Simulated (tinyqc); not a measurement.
Inside a calculation. Model: resistance of a source-drain extension with a graded tip.

Computed by the program tinyqc: `OMP_NUM_THREADS=1 python tinyqc.py 2282018 2282019 out.jsonl`, one thread of a shared Intel Xeon 2.30GHz, about 0.03 s for the whole run. Printed values are rounded.

y runs along the channel, the gate covers y > 0. The doping is N0 for y < y0 and N0 10^(-(y - y0)/la) beyond, uniform over the depth xj. Sheet conductance s(y) = q mu(N) max(N - Nch, 0) xj + (for y > 0) ma Cox Vo, with mu(N) = u0 + (u1 - u0)/(1 + (N/Nr)^au) and Cox = eps0 eox/tox. Current is taken as one-dimensional; depletion of the tip, spreading and the contact are left out. The metallurgical junction lies at yj, where N = Nch.

Inputs (values chosen for the exercise); mobility law close to that of electrons in silicon: relative permittivity of the gate insulator (close to hafnium oxide) eox = 22.6; insulator thickness tox = 7.8 nm; active doping of the extension far from the gate N0 = 1.8e20 cm^-3; lateral abruptness la = 3.6 nm/decade; position under the gate where the fall begins (gate edge at 0) y0 = 4.4 nm; depth of the extension xj = 17 nm; channel doping Nch = 4e17 cm^-3; gate overdrive Vo = 0.34 V; mobility of the gate-induced layer ma = 180 cm^2/(V s); mobility at low doping u1 = 1414 cm^2/(V s); mobility at high doping u0 = 68.5 cm^2/(V s); reference doping Nr = 9.2e16 cm^-3; exponent au = 0.711; gate length Lg = 60 nm.

Constants: q = 1.602176634e-19 C, eps0 = 8.8541878128e-14 F/cm where lengths are in cm. Results are converted to the units shown.

## Sheet resistances and junction position

yj = y0 + la log10(N0/Nch); sheet resistance of the full extension 1/[q mu(N0)(N0 - Nch) xj] and of the gate-induced layer 1/(ma Cox Vo); metallurgical length Lg - 2 yj; ye is where the doped and the gate-induced conductances are equal.

yj = 13.95157 nm
sheet resistance of the extension = 273.9597 ohm/square
sheet resistance of the induced layer = 6369.217 ohm/square
metallurgical length = 32.09687 nm
ye = 10.27827 nm
N at ye = 4.191990e18 cm^-3

The gate takes over 3.67 nm before the junction, where N is still 10.5 times the channel doping.

## Resistance of the overlapped part

Midpoint rule on 8 equal steps from 0 to yj: R_ov = sum h/s(y), per width.

```
point     y (nm)    N (cm^-3)  doped conductance (uS)  sheet resistance (ohm/square)
0      0.8719728       1.8e20                3650.172                       262.6618
1       2.615918       1.8e20                3650.172                       262.6618
2       4.359864       1.8e20                3650.172                       262.6618
3       6.103810  6.053298e19                1338.257                       668.7788
4       7.847755  1.984096e19                515.4850                       1487.010
5       9.591701  6.503293e18                217.1910                       2672.395
6       11.33565  2.131592e18                93.66473                       3989.310
7       13.07959  6.986741e17                26.51326                       5449.044
```

R_ov = 26.254 ohm um

The exact integral is 26.434 ohm um; the coarse sum is 0.68 % below it.
